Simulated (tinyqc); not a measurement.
# Gain factor and gap resistance from two string resistances

Problem. At small bit-line voltage each of the 48 cells has the resistance 1/(K x) at overdrive x (no mobility reduction) in series with a gap resistance Rg. Find K, Rg and the share of the gaps at the higher overdrive.

resistance of a string of 48 equal cells at overdrives of 3.4 and 8.2 V (kohm): 1147.6034  557.31847

Answer. The resistance per cell is a straight line in 1/x with slope 1/K and intercept Rg.

K = 14.00 uA/V^2
Rg = 2.900 kohm
share of the gaps = 24.98 %

Numbers from tinyqc (`OMP_NUM_THREADS=1 python tinyqc.py 2142032 2142033 out.jsonl`; about 0.6 s on one thread of a shared Intel Xeon 2.30GHz).
